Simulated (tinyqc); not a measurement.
Linear model of a band gap against the share of exact exchange: sweeps and comparisons. A value that a table varies takes the place of the one given here.

E(alpha) = E0 + S alpha. A wider gap screens less, modelled in the Penn form eps(alpha) = 1 + (e0 - 1)(EP/(EP + S alpha))^2 with a scale EP chosen for the exercise. A dielectric-dependent hybrid takes alpha = 1/eps.

Values chosen for the exercise (of the order of those of Al2O3; the results hold for these values, not for the real material): E0 = 5.93 eV (gap of the semi-local functional); S = 9.48 eV (slope dE/d(alpha)); e0 = 3.22 (optical dielectric constant at alpha = 0); EP = 25.6 eV (energy scale of the screening); Et = 8.73 eV (target gap).

## Sweep of alpha

Also the exciton scale relative to alpha = 0, (m/m(0))(eps(0)/eps)^2, with a mass proportional to E + D, D = E0/2 + 0.3 eV, a k.p rule for direct gaps only.

Results:
```
alpha  E (eV)    eps  alpha eps  exciton scale
0.00    5.930  3.220      0.000           1.00
0.05    6.404  3.140      0.157           1.11
0.10    6.878  3.064      0.306           1.22
0.15    7.352  2.992      0.449           1.34
0.20    7.826  2.924      0.585           1.46
0.25    8.300  2.860      0.715           1.59
0.35    9.248  2.740      0.959           1.88
0.50   10.670  2.581      1.290           2.36
```

alpha eps reaches 1 between alpha = 0.35 and 0.5 (fixed point 0.368), and the target gap is met between 0.25 and 0.35. At the fixed point the gap is 9.42 eV, +0.69 eV from the target. From 0 to 0.25 the gap grows by 2.37 eV while eps falls by 11 %; the exciton scale, which takes both, grows by a factor of 1.59.

## What each parameter does

Fixed point alpha = 1/eps(alpha), gap and eps there. Each row changes one parameter from the base and keeps the others.

Results:
```
case            alpha  E (eV)    eps
base           0.3677   9.416  2.720
E0 = 6.523 eV  0.3677  10.009  2.720
S = 8.532 eV   0.3612   9.012  2.769
e0 = 2.898     0.4117   9.833  2.429
EP = 23.04 eV  0.3751   9.486  2.666
```

The largest shifts from the base row, up to three for each result and ties (the steps differ in size, so this ranks the rows, not the parameters). alpha: e0 +0.0440, EP +0.0074, S -0.0065; unchanged at the printed digits by E0. E (eV): E0 +0.593, e0 +0.417, S -0.404. eps: e0 -0.291, EP -0.054, S +0.049; unchanged at the printed digits by E0.

Computed by tinyqc, a small Python program: `OMP_NUM_THREADS=1 python tinyqc.py 1880742 1880743 out.jsonl` (the numbers bound the seed that draws the inputs); one thread of a shared host (Intel(R) Xeon(R) Processor @ 2.30GHz), about 0.01 s for the whole set of steps.
